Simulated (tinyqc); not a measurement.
Ballistic Schottky-barrier transistor with a two-dimensional channel, WKB contacts: effect of the drain bias on the off state.

Source Fermi level 0, drain Fermi level -Vd. Far from the contacts Ec = pn - psi, and the gate moves psi one to one; the band edges relax as exp(-x/lam) from pn at the source and pn - Vd at the drain; Ev = Ec - Eg. A carrier of energy w inside the channel band meets at a contact a barrier of height D (the contact edge beyond the channel edge): T = 1 for w >= D, else exp(-S), S = 4 lam sqrt(m/C) [sqrt(D - w) - sqrt(w) arctan sqrt((D - w)/w)], C = hbar^2/(2 m0). The two contacts combine as Ts Td/(Ts + Td - Ts Td).

I/W = g (2 q^2/h) int T(w) [N(Es + w) - N(Ed + w)] dw with w the energy of motion along the channel, N(y) = (1/2 pi) sqrt(pi m kB T/C) Fm(-y/kB T), Fm(x) = (1/sqrt(pi)) int_0^infinity u^(-1/2)/(1 + exp(u - x)) du. Electrons: Ds = psi, Dd = psi - Vd, Es = Ec, Ed = Ec + Vd. Holes: Ds = -psi, Dd = Vd - psi, Es = -Ev, Ed = -Ev - Vd. The size of each current is taken; both flow from drain to source and add. The integrals are converged. For each Vd, psi is set to the minimum of I.

Values chosen for this exercise; channel values close to those of an ultrathin silicon body with silicide contacts:
- T = 300 K (temperature)
- Eg = 1.12 eV (band gap)
- pn = 0.34 eV (barrier for electrons at both contacts)
- mn = 0.19 m0 (electron mass)
- mp = 0.26 m0 (hole mass)
- g = 2 (valleys or subbands)
- lam = 4.9 nm (screening length at the contacts)

Constants: q = 1.602176634e-19 C, kB = 1.380649e-23 J/K, hbar = 1.054571817e-34 J s, h = 6.62607015e-34 J s, m0 = 9.1093837015e-31 kg, Vt = kB T/q, hbar^2/(2 m0) = 0.0380998212 eV nm^2. Results are converted to the units shown.

Effect of the drain bias on the off state:
```
Vd (V)	psi at the minimum (V)	smallest I (uA/um)
0.05	-0.347	4.00e-9
0.21	-0.299	2.76e-8
0.37	-0.252	1.59e-7
0.53	-0.203	9.96e-7
0.68	-0.156	5.94e-6
0.84	-0.105	4.19e-5
1	-0.056	2.93e-4
```

What does the comparison show?

The smallest current rises from 4.00e-9 to 2.93e-4 uA/um, 5.28 decades a volt between the last two rows, and the minimum moves by 0.31 V a volt over the table: a larger Vd lets holes enter from the drain while electrons still enter from the source.

Range of the model: No scattering, image-force lowering, channel charge or band-to-band tunnelling; parabolic kappa overstates S deep in the gap.

tinyqc, about 0.4 s, one thread, Intel Xeon 2.30GHz (shared host): `OMP_NUM_THREADS=1 python tinyqc.py 2390055 2390056 out.jsonl`
